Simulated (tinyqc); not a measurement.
Worked calculation: one anharmonic mode: perturbation theory, self-consistent phonons and exact levels. Computed by tinyqc, a small Python program that keeps every step. Command: `OMP_NUM_THREADS=1 python tinyqc.py 3030691 3030692 out.jsonl scp walk`. One thread of a shared host (Intel(R) Xeon(R) Processor @ 2.30GHz), about 0.03 s of CPU time with the checks. Intermediate numbers are printed to about 6 digits and carried at full precision; extremes and crossings named in words are read from the listed rows.

V(x) = k x^2/2 + b x^4 for one coordinate x of mass M. A constant K > 0 gives hbar Omega = sqrt((hbar^2/u) K/M) with K in eV/angstrom^2 and M in u.

Inputs (values chosen for the exercise, for a model mode):
```
quantity,value,unit
mode mass M,62.4,u
harmonic constant k,-1.61,eV/angstrom^2
quartic constant b,14.2,eV/angstrom^4
temperature T,360,K
mixing,0.2,-
basis size N of the small matrix,6,-
```

Shape: double well.

Constants: hbar^2/u = 4.18015928e-03 eV angstrom^2; k_B = 8.617333262e-05 eV/K.

## Shape of the double well

Minima at x_0 = sqrt(-k/(4 b)), depth k^2/(16 b), curvature -2k there.

x_0 = 0.168360 angstrom

well depth = 11.4089 meV

harmonic quantum in a well = 14.6870 meV

depth / zero-point energy of a well = 1.55361

The lowest levels lie near the top of the barrier.

## Self-consistent cycle

Self-consistent phonon, centred at x = 0: K = k + 12 b <x^2>, <x^2> = (hbar Omega/(2K)) coth(hbar Omega/(2 k_B T)). Start at K = |k|; K(new) = K + mixing x (K_out - K), but at least K/20; stop when |K_out - K| < 1e-9 |k| or after 90 steps.

Iterations:
```
step,K (eV/angstrom^2),hbar Omega (meV),K_out,K_out - K
0,1.61000,10.3853,1.70397,9.39709e-02
1,1.62879,10.4457,1.66608,3.72903e-02
2,1.63625,10.4696,1.65129,1.50390e-02
3,1.63926,10.4792,1.64536,6.10327e-03
4,1.64048,10.4831,1.64296,2.48309e-03
5,1.64098,10.4847,1.64199,1.01125e-03
6,1.64118,10.4853,1.64159,4.12008e-04
7,1.64126,10.4856,1.64143,1.67890e-04
8,1.64130,10.4857,1.64136,6.84184e-05
...,...,...,...,...
12,1.64132,10.4858,1.64132,1.88727e-06
13,1.64132,10.4858,1.64132,7.69135e-07
14,1.64132,10.4858,1.64132,3.13452e-07
15,1.64132,10.4858,1.64132,1.27744e-07
16,1.64132,10.4858,1.64132,5.20605e-08
17,1.64132,10.4858,1.64132,2.12167e-08
18,1.64132,10.4858,1.64132,8.64661e-09
19,1.64132,10.4858,1.64132,3.52383e-09
20,1.64132,10.4858,1.64132,1.43610e-09
```

converged (1 yes, 0 no) = 1

self-consistent K = 1.64132 eV/angstrom^2

Converged at step 20.

## Self-consistent results

Its free energy is F = k_B T ln[2 sinh(hbar Omega/(2 k_B T))] + (k - K)<x^2>/2 + 3 b <x^2>^2, an upper bound to the exact one.

self-consistent quantum = 10.4858 meV

self-consistent <x^2> = 0.0190805 angstrom^2

self-consistent free energy = -49.0113 meV

## Hamiltonian in a small basis

Basis: oscillator states n of the constant |k|, with x = s (a + a+), s^2 = hbar Omega/(2|k|); H = hbar Omega (n + 1/2) + (k - |k|) x^2/2 + b x^4, with exact matrix elements of x^2 and x^4.

H (meV):
```
,1,2,3,4,5,6
1,0.4431,0.0000,-6.0901,0.0000,0.7236,0.0000
2,0.0000,2.2157,0.0000,-9.1011,0.0000,1.6181
3,-6.0901,0.0000,5.7607,0.0000,-10.8242,0.0000
4,0.0000,-9.1011,0.0000,11.0783,0.0000,-11.3317
5,0.7236,0.0000,-10.8242,0.0000,18.1684,0.0000
6,0.0000,1.6181,0.0000,-11.3317,0.0000,27.0310
```

## Levels in the small basis

Diagonalise H.

levels (meV): [-5.1756, -4.2982, 4.5343, 10.6510, 25.0136, 33.9721]

## Exact levels and averages

Exact values use 120 basis states: F = -k_B T ln sum exp(-E_n/(k_B T)), and <x^2> is the Boltzmann mean.

lowest exact levels (meV): [-5.2553, -4.3441, 4.0154, 10.3167, 18.9886, 28.6573]

E_1 - E_0 = 0.911293 meV

exact free energy = -54.0456 meV

exact <x^2> = 0.0267620 angstrom^2

The self-consistent free energy lies 5.034 meV above the exact one, and its <x^2> is -28.7 % off. The small basis misses E_0 by 0.0797 meV. The lowest two levels form a tunnelling pair, far closer than the next spacing.

## Three descriptions against temperature

The classical <x^2> is int x^2 exp(-V/(k_B T)) dx / int exp(-V/(k_B T)) dx (2001 points over six exact widths each way).

Results:
```
T (K),"hbar Omega, self-consistent (meV)","<x^2>, self-consistent","<x^2>, exact","F, self-consistent (meV)","F, exact (meV)","<x^2>, classical"
6,3.24241,0.0103694,0.0212330,-2.96027,-5.33724,0.0280118
14,3.53521,0.0105432,0.0220564,-3.03395,-5.72038,0.0275153
30,4.37209,0.0111229,0.0224286,-3.61102,-6.67704,0.0262631
54,5.37187,0.0119763,0.0224282,-5.18649,-8.48072,0.0246469
96,6.62516,0.0132935,0.0225890,-9.14545,-12.6683,0.0236021
170,8.12760,0.0152353,0.0235478,-18.3312,-22.2554,0.0239491
290,9.76074,0.0177945,0.0255733,-36.8243,-41.4465,0.0257311
480,11.5094,0.0210528,0.0287099,-71.6609,-77.3961,0.0287727
```

The self-consistent quantum hardens from 3.24 to 11.51 meV, since a wider spread samples the steep quartic walls, and it is real at all T although k is negative. Its <x^2> misses by -51.2 % at the lowest T and -26.7 % at the highest; the excess in F runs from 2.377 to 5.735 meV. One Gaussian centred at zero cannot describe a density with two peaks, so it is poorest at low T. The classical value is 1.32 of the exact one at the lowest T and 1.002 at the highest.

Checks made by the program: dF/dK = 0 at the solution (relative difference below 1e-10).
